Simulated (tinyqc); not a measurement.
Temperature and isotope dependence of a band gap in oscillator models, step by step. Values are carried at full precision from step to step, so a last printed digit may differ when a step is redone from the rounded ones.

E(T) = E0 - sum_i sl_i th_i n_i(T), n = 1/(exp(th/T) - 1). The same coupling lowers the gap at 0 K by the zero-point term ZP = sum_i sl_i th_i/2, so the gap of the static lattice is E0 + ZP. Thermal expansion is taken as part of the slopes.

Values chosen for the exercise (near those of GaAs; the results hold for these values, not for the real material): E0 = 1.526 eV (gap at 0 K); th = (115, 330) K (temperatures of two oscillators); sl = (0.0824, 0.3756) meV/K (their high-temperature slopes); T = 77 K (temperature); M = 72.43 u (mean atomic mass); dM = 4.22 u (change of the mean mass (not bounded by the natural isotopes)); T12 = (220, 470) K (temperatures of the fits).

## The gap at T

Give the occupations, the two terms, the gap, ZP and the static gap.

n_i: [0.28963, 0.01396]

terms (meV): [2.745, 1.730]

E(T) = 1.5215 eV
ZP = 66.71 meV
static gap = 1.5927 eV

The thermal fall, 4.5 meV, is smaller than the zero-point term, 66.7 meV; the soft oscillator supplies 61 % of the fall but 7 % of ZP. A calculation with clamped ions should be compared with the static gap.

## Slope and asymptote

dE/dT = -sum sl_i (th_i/T)^2 n_i (1 + n_i). At high T, n -> T/th - 1/2, so E -> E0 + ZP - (sum sl_i) T. Give the slope, its ratio to the limit, and the value at 0 K of the tangent drawn at T.

dE/dT = -0.1663 meV/K
ratio to the limiting slope = 0.3630
intercept of the tangent = 1.5343 eV
intercept - E0 = 8.33 meV

The tangent recovers 12 % of ZP: the extrapolation works only from T well above the higher oscillator (330 K).

## Isotope effect

With M -> M + dM the oscillator temperatures scale as M^(-1/2) and the slopes stay. Give th, ZP, E0 (static gap fixed) and E(T) for the new mass, and the linear rule dE0 = ZP dM/(2 M).

th (K): [111.79, 320.79]

ZP = 64.850 meV
shift of E0 = 1.862 meV
linear rule = 1.943 meV
shift of E(T) = 1.622 meV

The heavier crystal has the wider gap. At 77 K 87 % of the shift at 0 K is left; it fades at high T, where the motion is classical and the mean-square amplitude no longer depends on mass.

## Two common fits

Two-parameter forms are made to pass through the falls at the two temperatures T12: Varshni aV T^2/(T + bV), from the line T^2/fall = (T + bV)/aV; one oscillator s1 t1/(exp(t1/T) - 1), with t1 from the ratio of the falls.

Give the falls and the parameters.

falls (meV): [49.4009, 155.9344]

aV = 0.5722 meV/K
bV = 341 K
t1 = 280.0 K
s1 = 0.4535 meV/K
ZP of the one-oscillator fit = 63.5 meV

The limiting slope of the model is 0.4580 meV/K; Varshni puts it +25 % off and one oscillator -1 %. The ZP of the fit differs from the true one by -3.2 meV.

## Checks

- Slope by finite differences against the formula (meV/K): both 0.16627.
- Fall at 20 times the higher oscillator temperature against the asymptote (meV): 2956.6 against 2956.1.

tinyqc: `OMP_NUM_THREADS=1 python tinyqc.py 1880258 1880259 out.jsonl`; about 0.01 s, one thread, shared Intel(R) Xeon(R) Processor @ 2.30GHz.
